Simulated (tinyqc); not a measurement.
# Convergence with the mesh

Model: Born-von Karman spring model of a cubic crystal with one atom per cell. Computed by tinyqc, a small Python program. Command: `OMP_NUM_THREADS=1 python tinyqc.py 3009262 3009263 out.jsonl springs sweep`. One thread of a shared host (Intel(R) Xeon(R) Processor @ 2.30GHz), about 0.2 s of CPU time with the checks.

First neighbours lie at a/2 (1,1,0) (12 of them), second at a (1,0,0) (6), with all permutations and signs; the volume per atom is Omega = a^3/4.

Inputs (values chosen for the exercise, for a model crystal): atomic mass M = 86.7 u; radial spring k1L = 4.79 eV/angstrom^2; transverse spring k1T = 0 eV/angstrom^2; radial spring k2L = 0.33 eV/angstrom^2; transverse spring k2T = 0 eV/angstrom^2; temperature T = 150 K.

Lattice: fcc.

Constants: nu for 1 eV/(angstrom^2 u) = 15.6333042 THz; h x 1 THz = 4.135667696 meV; k_B = 8.617333262e-05 eV/K; hbar^2/u = 4.18015928e-03 eV angstrom^2.

Method:
- A neighbour at R with unit vector n couples by the matrix K(R) = kL n n^T + kT (1 - n n^T), and D(q) = (1/M) sum_R K(R) [1 - cos(q.R)].
- An eigenvalue lambda of D in eV/(angstrom^2 u) gives nu = 15.6333042 THz x sqrt(lambda).
- Mesh: q = sum_i (m_i + 1/2)/n b_i, m_i = 0..n-1, with b = [[-1, 1, 1], [1, -1, 1], [1, 1, -1]] in 2 pi/a; sums are averages over the n^3 points, per atom.
- With x = h nu/(k_B T) and n = 1/(exp(x) - 1) for each mode: F = k_B T [x/2 + ln(1 - exp(-x))], U = k_B T x (n + 1/2), S/k_B = x n - ln(1 - exp(-x)), C/k_B = x^2 n (n + 1).
- <u_x^2> = (1/3) sum over modes of hbar^2/(2 M h nu) coth(x/2); zero-point energy = sum h nu/2. <u_x^2> converges slowly with the mesh, from below, with an error of order 1/n.

One run for each value:
```
mesh divisions n  <u_x^2> (angstrom^2)  heat capacity C (k_B/atom)  entropy S (k_B/atom)  zero-point energy (meV/atom)
2                            0.0012076                      1.9517                1.2169                        44.829
3                            0.0012444                      1.9518                1.2206                        44.825
4                            0.0012670                      1.9518                1.2224                        44.823
6                            0.0012913                      1.9518                1.2235                        44.821
8                            0.0013039                      1.9518                1.2238                        44.821
12                           0.0013166                      1.9518                1.2239                        44.821
16                           0.0013230                      1.9518                1.2240                        44.821
```

What does the table show, and why?

Over the rows, <u_x^2> (angstrom^2) rises from 0.00121 to 0.00132 (exponent d ln y / d ln x 0.074 between the first rows and 0.017 between the last); heat capacity C (k_B/atom) rises from 1.9517 to 1.9518, flat over part of the range; entropy S (k_B/atom) rises from 1.217 to 1.224. Against the finest mesh, the coarsest misses by 8.7 % in <u_x^2>, 0.0029 % in C, 0.58 % in S, 0.019 % in the zero-point energy. <u_x^2> converges slowest, since it weights each mode by 1/nu to 1/nu^2 and so the long waves near G.

Extremes, crossings and ranges named in words are read from the listed rows.
